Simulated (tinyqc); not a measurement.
Bulk transistor, scale length and short-channel effects: one step of the calculation.

A gate, an insulator of thickness ti and a depleted layer of depth ts on a conducting body. Below threshold the potential that source and drain add obeys Laplace's equation and vanishes on the gate and at the bottom of the depleted layer. Its lowest mode decays along the channel as exp(-k y); k is the smallest positive root of the matching condition at the interface, and the scale length is Lambda = pi/k.

Problem. Scan of the matching condition. f(k) = eps_r sin(k ti) cos(k ts) + ei cos(k ti) sin(k ts).

Parameters, values chosen for the exercise; permittivities: semiconductor close to that of gallium nitride, insulator close to that of silicon nitride:
```
symbol,value,unit,meaning
eps_r,9.43,,relative permittivity of the semiconductor
ei,7.57,,relative permittivity of the insulator
ti,3.6,nm,insulator thickness
ts,26,nm,depletion depth
```

| point | k (1/nm) |
|---|---|
| 0 | 0.0175 |
| 1 | 0.035 |
| 2 | 0.0525 |
| 3 | 0.07 |
| 4 | 0.0875 |
| 5 | 0.105 |
| 6 | 0.1225 |
| 7 | 0.14 |

Wanted: f(k).

Solution.

| point | f(k) |
|---|---|
| 0 | 3.853 |
| 1 | 6.656 |
| 2 | 7.640 |
| 3 | 6.525 |
| 4 | 3.594 |
| 5 | -0.375 |
| 6 | -4.318 |
| 7 | -7.169 |

The first change of sign lies between k = 0.0875 and 0.105 1/nm.

tinyqc, about 0.01 s, one thread, Intel Xeon 2.30GHz (shared host): `OMP_NUM_THREADS=1 python tinyqc.py 2420048 2420049 out.jsonl`
